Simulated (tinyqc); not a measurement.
A finite superlattice with mass mismatch, transfer matrices: two steps of the calculation.

One electron of energy E comes from the left lead (band edge 0); no transverse momentum. Parabolic bands, masses in units of m0, C = hbar^2/(2 m0); psi and psi'/m are continuous at every interface. N periods of a barrier d1 followed by a well Lw; the right lead equals the left one.

Parameters, values chosen for the exercise: number of periods N = 3.

Problem 1. N periods by the Chebyshev identity. x = (M11 + M22)/2 of one period. For |x| < 1 the energy lies in a miniband and cos(th) = x; for |x| > 1 it lies in a gap and cosh(g) = |x|. M^N = U_(N-1)(x) M - U_(N-2)(x) 1, with U_n = sin((n + 1) th)/sin th in a band and sign(x)^n sinh((n + 1) g)/sinh g in a gap.

M of one period:
```
,1,2
1,2.4063886,0.14170539
2,-19.376807,-0.72548466
```

Wanted: x; th (rad); U_(N-1); U_(N-2); M^N.

Solution 1.

x = 0.8405
th (rad) = 0.5727
U_(N-1) = 1.825
U_(N-2) = 1.681

M^N:
```
,1,2
1,2.712,0.2587
2,-35.37,-3.005
```

The energy lies in a miniband.

Problem 2. Transmission and reflection. The matrix M carries (psi, psi'/m) across the stack, and v = k/m in each lead. psi = 1 + r at the left edge (incident amplitude 1) and t at the right edge. With det M = 1, a = i vR M11 - M21 and b = -vL vR M12 - i vL M22: t = 2 i vL/(a - b), r = -(a + b)/(a - b), T(E) = (vR/vL) |t|^2, R(E) = |r|^2.

M^N:
```
,1,2
1,2.7118095,0.25867442
2,-35.371162,-3.0052313
```

vL = 13.466322 1/nm
vR = 13.466322 1/nm

Give: t; r; T(E); R(E).

Solution 2.

t = -0.0157+0.3266i
r = 0.1847-0.9268i
T(E) = 0.1069
R(E) = 0.8931

T(E) + R(E) = 1: the current is conserved.

Range of the model: Masses are held fixed, although real bands cease to be parabolic a few tenths of an eV from their edges (inside a barrier too).

tinyqc, about 0.01 s, one thread, Intel Xeon 2.30GHz (shared host): `OMP_NUM_THREADS=1 python tinyqc.py 2560033 2560034 out.jsonl`
